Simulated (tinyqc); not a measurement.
Piezoresistors in the (001) plane of a cubic crystal: one step of the calculation.

Plane stress in crystal axes x = [100], y = [010]. First-order piezoresistance: d rho_xx/rho = p11 sxx + p12 syy, d rho_yy/rho = p12 sxx + p11 syy, d rho_xy/rho = p44 sxy; a resistor along d = (cos th, sin th) changes by dR/R = d.(d rho/rho).d. Changes of geometry and second-order terms are left out.

Task. Change of the resistivity tensor. As in the introduction.

Values chosen for this exercise; coefficients close to those of lightly doped p-type silicon: piezoresistive coefficient p11 = 7.03 x 1e-11/Pa; piezoresistive coefficient p12 = -1.11 x 1e-11/Pa; piezoresistive coefficient p44 = 133 x 1e-11/Pa; stress sxx Sx = -233 MPa; stress syy Sy = -76 MPa; shear stress sxy St = -63 MPa.

Find: d rho/rho.

Result.

d rho/rho (%):
```
         x        y
x  -1.5536  -8.3790
y  -8.3790  -0.2757
```

Computed by the program tinyqc: `OMP_NUM_THREADS=1 python tinyqc.py 2530056 2530057 out.jsonl`, one thread of a shared Intel Xeon 2.30GHz, about 0.01 s for the whole run.
